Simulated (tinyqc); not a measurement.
Two-band massive Dirac model of the K valleys, step by step. Values are carried at full precision from step to step, so a last printed digit may differ when a step is redone from the rounded ones.

Basis (conduction, valence): H = [[D/2, a t (tau kx - i ky)], [a t (tau kx + i ky), -D/2 + lam tau sz]], valley tau = +/-1, spin sz = +/-1. The gap of a spin and valley is G = D - lam tau sz. Berry curvature Omega = curl of i<u|grad u>; for the conduction band Omega_c = -tau 2 a^2 t^2 G/(G^2 + 4 a^2 t^2 k^2)^(3/2), and Omega_v = -Omega_c.

Constants: hbar^2/2m0 = 3.80998211 eV angstrom^2.

Inputs chosen for the exercise (near those used for monolayer MoS2; the results hold for these values, not for the real material): a = 3.201 angstrom (lattice constant); D = 1.64 eV (gap parameter); t = 1.14 eV (effective hopping); lam = 0.078 eV (half the valence spin splitting); tau = 1 (valley); sz = -1 (spin); k = (-0.109, 0.015) 1/angstrom (wave vector from the valley); h = 0.02 1/angstrom (side of the plaquette).

## Band edges of the four flavours

At k = 0: Ec = D/2, Ev = -D/2 + lam tau sz; mass m/m0 = c G/(a t)^2 for both bands, c = hbar^2/2m0; Omega_c(0) = -2 tau a^2 t^2/G^2.

Edges:
```
tau  sz  Ec (eV)  Ev (eV)  G (eV)  mass (m0)  Omega_c (angstrom^2)
1     1   0.8200  -0.7420  1.5620     0.4469               -10.916
1    -1   0.8200  -0.8980  1.7180     0.4915                -9.023
-1    1   0.8200  -0.8980  1.7180     0.4915                 9.023
-1   -1   0.8200  -0.7420  1.5620     0.4469                10.916
```

The top of the valence band has spin up at tau = +1 and spin down at tau = -1: spin and valley are locked, with 156 meV between the two valence bands (A and B transitions at 1.562 and 1.718 eV, without exciton binding).

## H at one k

Fill in the matrix and diagonalise: E = lam tau sz/2 -/+ sqrt(G^2/4 + a^2 t^2 k^2).

H (eV):
```
                 c                v
c           0.8200  -0.3978-0.0547i
v  -0.3978+0.0547i          -0.8980
```

levels (eV): -0.9872  0.9092

cos(theta) = G/(E+ - E-) = 0.9059

## Curvature, orbital moment and circular dichroism

Omega_c from the formula; orbital moment of both bands m = -tau (a t)^2 G/(c (G^2 + 4 a^2 t^2 k^2)) in Bohr magnetons (charge -e), c = hbar^2/2m0; interband strengths |P+/-|^2 proportional to (1 +/- tau cos(theta))^2 for P+/- = Px +/- i Py, and eta = (|P+|^2 - |P-|^2)/(|P+|^2 + |P-|^2) = 2 tau cos(theta)/(1 + cos^2(theta)).

Omega_c = -6.709 angstrom^2
orbital moment = -1.670 muB
eta = 0.9951

All three change sign with the valley. The selection rule, exact at k = 0, still holds to 99.5 % here.

## The curvature from a plaquette

Corners counter-clockwise around k, from (-h/2, -h/2); upper eigenvector u with its first component real and positive; Omega = -(sum of arg <u_j|u_(j+1)>)/h^2.

Corners:
```
j       kx      ky      u_c                u_v  arg <u_j|u_j+1> (rad)
1  -0.1190  0.0050  0.97270  -0.23187+0.00974i              -0.000389
2  -0.0990  0.0050  0.98021  -0.19771+0.00999i              -0.007876
3  -0.0990  0.0250  0.97913  -0.19703+0.04975i               0.001934
4  -0.1190  0.0250  0.97172  -0.23111+0.04855i               0.009013
```

Omega_c from the plaquette = -6.703 angstrom^2

The formula at the centre gives -6.709; the plaquette averages over its area.

## Checks

- Curvature formula against a plaquette of side 1e-4: both -6.7087.
- Eta against the matrix elements of dH/dkx +/- i dH/dky: both 0.99514.

Computed by tinyqc, a small Python program: `OMP_NUM_THREADS=1 python tinyqc.py 1481353 1481354 out.jsonl` (the numbers bound the seed that draws the inputs); one thread of a shared host (Intel(R) Xeon(R) Processor @ 2.30GHz), about 0.01 s for the whole set of steps.
